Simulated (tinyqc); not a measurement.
Inside a calculation. Method: coupled-perturbed Hartree-Fock on RHF in the sto-3g basis, for BeH2, spin multiplicity 1. One step of it, computed by the program tinyqc.

Problem. Coupled step 2. U_ai = -(mu_ai + sum_bj [4 (ai|bj) - (ab|ij) - (aj|bi)] U_bj) / (e_a - e_i); alpha = -4 sum U_ai mu_ai.

U after step 1:
```
,i1,i2,i3
a4,-0.019021,-1.966440,0.000000
a5,0.000000,0.000000,0.000000
a6,-0.001492,-0.086891,0.000000
a7,0.000000,0.000000,0.089586
```

dipole integrals <a|z|i> (bohr):
```
,i1,i2,i3
a4,0.150850,0.963499,0.000000
a5,0.000000,0.000000,0.000000
a6,0.017513,0.045115,0.000000
a7,0.000000,0.000000,-0.110885
```

orbital energies (hartree): MO1 -4.525192, MO2 -0.439314, MO3 -0.399662, MO4 0.211751, MO5 0.213522, MO6 0.416196, MO7 0.820138

Two-electron integrals over orbitals (pq|rs), unique and non-zero (hartree):
```
p,q,r,s,(pq|rs)
1,1,1,1,2.271643
2,1,1,1,-0.192173
2,1,2,1,0.025016
2,2,1,1,0.472871
2,2,2,1,-0.006145
2,2,2,2,0.387295
3,1,3,1,0.005504
3,2,3,1,0.012546
3,2,3,2,0.161931
3,3,1,1,0.440167
3,3,2,1,-0.002575
3,3,2,2,0.399934
3,3,3,3,0.423144
4,1,1,1,0.024665
4,1,2,1,-0.002963
4,1,2,2,0.001962
4,1,3,3,0.001122
4,1,4,1,0.015952
4,2,1,1,-0.011124
4,2,2,1,0.000965
4,2,2,2,0.005749
4,2,3,3,0.006179
4,2,4,1,0.014808
4,2,4,2,0.048393
4,3,3,1,-0.000068
4,3,3,2,0.007740
4,3,4,3,0.014198
4,4,1,1,0.568132
4,4,2,1,-0.007701
4,4,2,2,0.361022
4,4,3,3,0.346590
4,4,4,1,-0.003213
4,4,4,2,-0.015891
4,4,4,4,0.451066
5,1,5,1,0.015760
5,2,5,1,0.015086
5,2,5,2,0.048330
5,3,5,3,0.013617
5,4,5,1,-0.002043
5,4,5,2,-0.005406
5,4,5,4,0.024745
5,5,1,1,0.569179
5,5,2,1,-0.007622
5,5,2,2,0.361749
5,5,3,3,0.346761
5,5,4,1,0.000809
5,5,4,2,-0.005309
5,5,4,4,0.400994
5,5,5,5,0.449859
6,1,1,1,-0.187153
6,1,2,1,0.024992
6,1,2,2,-0.006167
6,1,3,3,-0.003411
6,1,4,1,-0.001286
6,1,4,2,0.002354
6,1,4,4,-0.005726
6,1,5,5,-0.005206
6,1,6,1,0.025301
6,2,1,1,0.123740
6,2,2,1,-0.006271
6,2,2,2,-0.019244
6,2,3,3,-0.043562
6,2,4,1,0.002292
6,2,4,2,-0.002232
6,2,4,4,0.057548
6,2,5,5,0.059427
6,2,6,1,-0.004446
6,2,6,2,0.079999
6,3,3,1,-0.001462
6,3,3,2,-0.092780
6,3,4,3,-0.006419
6,3,6,3,0.084172
6,4,1,1,0.010818
6,4,2,1,0.000228
6,4,2,2,0.001861
6,4,3,3,-0.001973
6,4,4,1,0.015694
6,4,4,2,0.044586
6,4,4,4,-0.002840
6,4,5,5,0.004069
6,4,6,1,0.002061
6,4,6,2,0.012841
6,4,6,4,0.048281
6,5,5,1,0.016218
6,5,5,2,0.046756
6,5,5,4,-0.003607
6,5,6,5,0.049858
6,6,1,1,0.471001
6,6,2,1,-0.006655
6,6,2,2,0.388236
6,6,3,3,0.398717
6,6,4,1,0.005034
6,6,4,2,0.015162
6,6,4,4,0.358786
6,6,5,5,0.361234
6,6,6,1,-0.005833
6,6,6,2,-0.028979
6,6,6,4,0.009646
6,6,6,6,0.406431
7,1,3,1,0.010386
7,1,3,2,0.019169
7,1,4,3,-0.000359
7,1,6,3,-0.000904
7,1,7,1,0.019861
7,2,3,1,0.004056
7,2,3,2,-0.041808
7,2,4,3,-0.006813
7,2,6,3,0.061385
7,2,7,1,0.007886
7,2,7,2,0.056818
7,3,1,1,0.145343
7,3,2,1,-0.004541
7,3,2,2,-0.002606
7,3,3,3,-0.018959
7,3,4,1,-0.000163
7,3,4,2,-0.009628
7,3,4,4,0.064467
7,3,5,5,0.064615
7,3,6,1,-0.003557
7,3,6,2,0.075006
7,3,6,4,0.005464
7,3,6,6,-0.023101
7,3,7,3,0.084670
7,4,3,1,-0.001569
7,4,3,2,-0.016182
7,4,4,3,0.012789
7,4,6,3,0.009836
7,4,7,1,-0.002651
7,4,7,2,0.002744
7,4,7,4,0.018520
7,5,5,3,0.013539
7,5,7,5,0.016756
7,6,3,1,0.010398
7,6,3,2,0.140450
7,6,4,3,0.008649
7,6,6,3,-0.092423
7,6,7,1,0.016248
7,6,7,2,-0.051679
7,6,7,4,-0.013940
7,6,7,6,0.137020
7,7,1,1,0.562634
7,7,2,1,-0.008297
7,7,2,2,0.414728
7,7,3,3,0.432423
7,7,4,1,0.000696
7,7,4,2,0.001328
7,7,4,4,0.385293
7,7,5,5,0.384776
7,7,6,1,-0.008214
7,7,6,2,-0.027747
7,7,6,4,-0.003750
7,7,6,6,0.423547
7,7,7,3,-0.003439
7,7,7,7,0.472080
```

Give: U after step 2; polarisability.

Solution.

U after step 2:
```
,i1,i2,i3
a4,-0.0122,-2.1293,0.0000
a5,0.0000,0.0000,0.0000
a6,-0.0007,-0.0976,0.0000
a7,0.0000,0.0000,0.0860
```

polarisability = 8.2694 bohr^3
